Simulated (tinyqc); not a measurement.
Inside a calculation. Method: Hueckel theory of the pi electrons with the omega technique, for the molecule OC1=CC=CC=CC=N1 (SMILES; centres numbered as the heavy atoms are written). Computed by tinyqc, a small Python program that keeps every step. Settings: charge = 0, omega = 1.4, damping = 0.3. Command: `OMP_NUM_THREADS=1 python tinyqc.py 25370 25371 out.jsonl` (the two numbers bound the seeds that draw the settings). One thread of a shared host (Intel(R) Xeon(R) Processor @ 2.60GHz), about 0.01 s of CPU time with the checks.

## The Hueckel matrix

Centres:
```
centre,"z_r, pi electrons of the neutral centre",h
1O,2,2.00000
2C,1,0.00000
3C,1,0.00000
4C,1,0.00000
5C,1,0.00000
6C,1,0.00000
7C,1,0.00000
8C,1,0.00000
9N,1,0.50000
```

Bonds:
```
i,j,k
1,2,0.80000
2,3,1
3,4,1
4,5,1
5,6,1
6,7,1
7,8,1
8,9,1
9,2,1.00000
```

H_rr = alpha + h_r beta, H_rs = k_rs beta for bonded centres.

Hueckel matrix in units of beta (H = alpha + beta A), lower triangle:
```
,1O,2C,3C,4C,5C,6C,7C,8C,9N
1O,2.00000
2C,0.80000,0.00000
3C,0.00000,1.00000,0.00000
4C,0.00000,0.00000,1.00000,0.00000
5C,0.00000,0.00000,0.00000,1.00000,0.00000
6C,0.00000,0.00000,0.00000,0.00000,1.00000,0.00000
7C,0.00000,0.00000,0.00000,0.00000,0.00000,1.00000,0.00000
8C,0.00000,0.00000,0.00000,0.00000,0.00000,0.00000,1.00000,0.00000
9N,0.00000,1.00000,0.00000,0.00000,0.00000,0.00000,0.00000,1.00000,0.50000
```

## Orbitals, round 1

pi electrons, sum of z_r less the charge = 10

Diagonalise; E = alpha + x beta with beta < 0, so the largest x are filled first; degenerate levels share their electrons. P = sum n_i c_ri c_si; each orbital has its largest coefficient positive (the first on a tie).

x values: 2.49181  1.90535  1.50915  1.28955  0.12096  -0.07589  -1.32428  -1.44450  -1.97215

occupations: 2.00000  2.00000  2.00000  2.00000  2.00000  0.00000  0.00000  0.00000  0.00000

coefficients:
```
,MO1,MO2,MO3,MO4,MO5,MO6,MO7,MO8,MO9
1O,0.75354,0.46504,-0.13544,-0.37525,-0.02270,0.18529,-0.07764,-0.10334,-0.07215
2C,0.46324,-0.05502,0.08310,0.33325,0.05331,-0.48081,0.32263,0.44493,0.35826
3C,0.23665,-0.17441,-0.25841,0.46572,0.50243,-0.09060,0.06725,-0.47175,-0.37708
4C,0.12644,-0.27728,-0.47308,0.26732,0.00747,0.48769,-0.41169,0.23652,0.38541
5C,0.07842,-0.35392,-0.45554,-0.12099,-0.50153,0.05359,0.47794,0.13010,-0.38299
6C,0.06897,-0.39705,-0.21440,-0.42335,-0.06813,-0.49175,-0.22124,-0.42445,0.36991
7C,0.09343,-0.40260,0.13198,-0.42494,0.49328,-0.01627,-0.18496,0.48302,-0.34653
8C,0.16384,-0.37004,0.41357,-0.12463,0.12780,0.49299,0.46618,-0.27327,0.31350
9N,0.31483,-0.30246,0.49217,0.26422,-0.47782,-0.02115,-0.43239,-0.08828,-0.27173
```

charge and bond-order matrix P, lower triangle:
```
,1O,2C,3C,4C,5C,6C,7C,8C,9N
1O,1.88751
2C,0.37194,0.67684
3C,-0.10790,0.55946,1.24505
4C,-0.14016,0.24800,0.65756,0.77639
5C,0.02598,-0.09822,-0.22066,0.57493,1.21018
6C,0.11354,-0.21747,-0.18085,0.21313,0.65798,0.78447
7C,0.02713,-0.07783,0.21632,-0.09780,-0.21258,0.56857,1.22427
8C,-0.12154,0.19181,0.00522,-0.20938,-0.18721,0.22722,0.66975,0.73337
9N,-0.11676,0.53192,-0.23389,-0.08419,0.23041,-0.08603,-0.26368,0.54611,1.46192
```

## Omega technique, round 1

h_r = h_r(0) + omega q_r, omega = 1.4, with q_r = z_r - P_rr; 0.3 of the old diagonal is kept.

matrix after round 1, lower triangle:
```
,1O,2C,3C,4C,5C,6C,7C,8C,9N
1O,2.11024
2C,0.80000,0.31670
3C,0.00000,1.00000,-0.24015
4C,0.00000,0.00000,1.00000,0.21914
5C,0.00000,0.00000,0.00000,1.00000,-0.20597
6C,0.00000,0.00000,0.00000,0.00000,1.00000,0.21122
7C,0.00000,0.00000,0.00000,0.00000,0.00000,1.00000,-0.21978
8C,0.00000,0.00000,0.00000,0.00000,0.00000,0.00000,1.00000,0.26129
9N,0.00000,1.00000,0.00000,0.00000,0.00000,0.00000,0.00000,1.00000,0.04732
```

## Orbitals, round 2

As before.

x values: 2.58965  1.91695  1.47810  1.28697  0.16874  -0.15312  -1.35681  -1.44510  -1.98538

occupations: 2.00000  2.00000  2.00000  2.00000  2.00000  0.00000  0.00000  0.00000  0.00000

coefficients:
```
,MO1,MO2,MO3,MO4,MO5,MO6,MO7,MO8,MO9
1O,0.79523,-0.38286,0.07305,0.39627,-0.20454,0.02213,-0.06975,-0.08581,0.06407
2C,0.47655,0.09250,-0.05772,-0.40780,0.49638,-0.06261,0.30227,0.38135,-0.32802
3C,0.20824,0.19515,0.27266,-0.40398,0.02903,-0.49839,0.05541,-0.52310,0.39379
4C,0.11272,0.32846,0.52623,-0.20912,-0.48451,0.01924,-0.36415,0.24896,-0.35924
5C,0.05896,0.36251,0.38984,0.18067,-0.00461,0.49122,0.51847,0.10877,0.39816
6C,0.05211,0.44112,0.13029,0.47885,0.48278,0.00672,-0.23253,-0.38374,-0.34925
7C,0.06498,0.38992,-0.22478,0.33446,-0.01589,-0.49367,-0.15386,0.52683,0.36900
8C,0.13045,0.39204,-0.51194,0.02509,-0.48896,-0.03963,0.40747,-0.26179,-0.30225
9N,0.23876,0.25917,-0.39815,-0.30872,0.06115,0.51010,-0.50547,-0.08011,0.31007
```

charge and bond-order matrix P, lower triangle:
```
,1O,2C,3C,4C,5C,6C,7C,8C,9N
1O,1.96635
2C,0.15242,1.30337
3C,-0.11045,0.56140,0.63966
4C,0.03711,-0.20300,0.60293,1.35197
5C,0.01823,-0.07368,0.23239,0.59062,0.63904
6C,-0.05384,0.20498,-0.09394,-0.22947,0.59611,1.35330
7C,0.04352,-0.12854,-0.21448,-0.09026,0.23610,0.59717,0.63780
8C,0.05240,-0.24992,-0.12050,0.21147,-0.08595,-0.22202,0.58516,1.34501
9N,-0.14657,0.63397,0.23645,-0.12509,-0.20649,-0.08683,0.20368,0.59786,0.76348
```

## Omega technique, round 2

As before.

matrix after round 2, lower triangle:
```
,1O,2C,3C,4C,5C,6C,7C,8C,9N
1O,2.06605
2C,0.80000,-0.20230
3C,0.00000,1.00000,0.28109
4C,0.00000,0.00000,1.00000,-0.27919
5C,0.00000,0.00000,0.00000,1.00000,0.29195
6C,0.00000,0.00000,0.00000,0.00000,1.00000,-0.28287
7C,0.00000,0.00000,0.00000,0.00000,0.00000,1.00000,0.28902
8C,0.00000,0.00000,0.00000,0.00000,0.00000,0.00000,1.00000,-0.25972
9N,0.00000,1.00000,0.00000,0.00000,0.00000,0.00000,0.00000,1.00000,0.59599
```

## Convergence

Each round sets h_r = h_r(0) + omega (z_r - P_rr), keeping the share named as damping of the old diagonal; repeat until output and input diagonals agree to 1e-6.

Rounds:
```
round,sum n x,largest |h(out) - h(in)|
1,14.63365,6.47e-01
2,14.88083,7.84e-01
3,15.32883,8.25e-01
4,15.02234,8.33e-01
5,15.34885,8.37e-01
6,15.02589,8.38e-01
7,15.34926,8.38e-01
8,15.02598,8.38e-01
9,15.34927,8.38e-01
10,15.02598,8.38e-01
11,15.34927,8.38e-01
12,15.02598,8.38e-01
13,15.34927,8.38e-01
14,15.02598,8.38e-01
15,15.34927,8.38e-01
16,15.02598,8.38e-01
17,15.34927,8.38e-01
18,15.02598,8.38e-01
19,15.34927,8.38e-01
20,15.02598,8.38e-01
21,15.34927,8.38e-01
22,15.02598,8.38e-01
23,15.34927,8.38e-01
24,15.02598,8.38e-01
25,15.34927,8.38e-01
26,15.02598,8.38e-01
27,15.34927,8.38e-01
28,15.02598,8.38e-01
29,15.34927,8.38e-01
30,15.02598,8.38e-01
31,15.34927,8.38e-01
32,15.02598,8.38e-01
33,15.34927,8.38e-01
34,15.02598,8.38e-01
35,15.34927,8.38e-01
36,15.02598,8.38e-01
37,15.34927,8.38e-01
38,15.02598,8.38e-01
39,15.34927,8.38e-01
40,15.02598,8.38e-01
```

Not converged within 40 rounds: the residual has stopped falling: the iteration swings between two states. Reruns: damping 0.5: not converged; damping 0.8: not converged.
